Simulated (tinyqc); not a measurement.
From results back to parameters: heavy doping: gap narrowing, degeneracy and the minority density. Two cases, with inputs chosen for the exercise.

Problem. Narrowing at two dopings was computed from hidden E0 and N0, with N0 below Na.

Empirical narrowing (Slotboom form, constants chosen for the exercise; published fits of this form give the apparent narrowing, here it is taken as the true one): dEg = E0 [ln(N/N0) + sqrt(ln(N/N0)^2 + C)].

Case 1.

Values chosen (out of a larger set: gap and densities of states near those of Si at this temperature; narrowing constants near the fits for Si; not measured data):
- C = 0.5 (smoothing constant)
- Na = 1.4e+18 1/cm^3
- Nb = 4.2e+19 1/cm^3

dEg(Na) = 31.4715 meV
dEg(Nb) = 76.4942 meV

Case 2.

Values chosen (out of a larger set: gap and densities of states near those of Si at this temperature; narrowing constants near the fits for Si; not measured data):
- C = 0.5 (smoothing constant)
- Na = 1e+18 1/cm^3
- Nb = 3e+19 1/cm^3

dEg(Na) = 37.3135 meV
dEg(Nb) = 90.6937 meV

Find: N0; E0.

Solution. The ratio dEg(Nb)/dEg(Na) depends on N0 alone and rises steadily with it; solve for ln N0 by bisection, then E0 from either value.

Case 1.

N0 = 1.4e+17 1/cm^3
E0 = 6.68 meV

Case 2.

N0 = 1.0e+17 1/cm^3
E0 = 7.92 meV

Computed by tinyqc, one run a case: `OMP_NUM_THREADS=1 python tinyqc.py N N+1 out.jsonl` with N = 1651226, 1651254; one thread of a shared Intel(R) Xeon(R) Processor @ 2.30GHz, about 0.02 s a run at most.
